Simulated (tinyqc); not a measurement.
Changing the cell length L: finite-size error of a charged defect in a periodic cell: Madelung and Makov-Payne terms. Computed by tinyqc, a small Python program. Command: `OMP_NUM_THREADS=1 python tinyqc.py 3008074 3008075 out.jsonl imagecharge sweep`. One thread of a shared host (Intel(R) Xeon(R) Processor @ 2.30GHz), about 0.1 s of CPU time with the checks.

L is the cube root of the cell volume. The defect charge is a Gaussian, rho(r) = q (2 pi sigma^2)^(-3/2) exp(-r^2/2 sigma^2), repeated periodically in a uniform neutralising background and screened by a continuum. The model cell energy is E(L) = E_0 + [periodic - isolated electrostatic energy].

Inputs (values chosen for the exercise, for a model host):
```
quantity                                     value      unit
charge q                                         2         e
dielectric constant eps                       12.4         -
width sigma of the defect charge               1.3  angstrom
formation energy of the isolated defect E_0  2.293        eV
```

Supercell lattice: bcc. Screening: isotropic.

Constants: e^2/(4 pi eps_0) = 14.39964548 eV angstrom.

Method:
- Cell vectors: (-1,1,1), (1,-1,1), (1,1,-1), scaled to volume L^3.
- Ewald sum for a unit point charge: scale each Cartesian component of the cell by 1/sqrt(eps_i), giving R', G' and V'; E = [ (1/2) sum erfc(eta R')/R' + (2 pi/V') sum exp(-G'^2/4 eta^2)/G'^2 - eta/sqrt(pi) - pi/(2 V' eta^2) ] e^2/(4 pi eps_0) / sqrt(eps_x eps_y eps_z), over n_i = -6..6, omitting n = (0,0,0), eta = 2/V'^(1/3). alpha = -2 E eps_g L/(e^2/(4 pi eps_0)), eps_g = (eps_x eps_y eps_z)^(1/3).
- Periodic energy of the Gaussian: (2 pi q^2/V) sum_(G != 0) exp(-sigma^2 G^2)/(G.eps.G) x e^2/(4 pi eps_0), n_i = -k..k with k = max(9, L/sigma rounded up). Isolated energy: q^2/(2 sqrt(pi) sigma) <1/(n.eps.n)> e^2/(4 pi eps_0), the mean over directions n, here 1/eps.

One run for each value:
```
cell length L (angstrom)  finite-size error (eV)  point-charge correction -q^2 E (eV)  E(L) (eV)
6.5                                     -0.85279                               1.0321     1.4402
8.1                                     -0.73540                               0.8282     1.5576
10.0                                    -0.62153                               0.6709     1.6715
13.0                                    -0.49359                               0.5160     1.7994
16.0                                    -0.40724                               0.4193     1.8858
19.0                                    -0.34589                               0.3531     1.9471
24.0                                    -0.27595                               0.2795     2.0170
30.0                                    -0.22179                               0.2236     2.0712
```

Over the rows, finite-size error (eV) rises from -0.853 to -0.222 (exponent d ln y / d ln x -0.67 between the first rows and -0.98 between the last); point-charge correction -q^2 E (eV) falls from 1.03 to 0.224 (exponent d ln y / d ln x about -1.00 throughout); E(L) (eV) rises from 1.44 to 2.07 (exponent d ln y / d ln x 0.36 between the first rows and 0.12 between the last). At the high end the exponent of finite-size error is -0.98, close to -1: the Madelung term rules in large cells. The exponent of point-charge correction -q^2 E stays at -1: the Madelung term goes as 1/L.
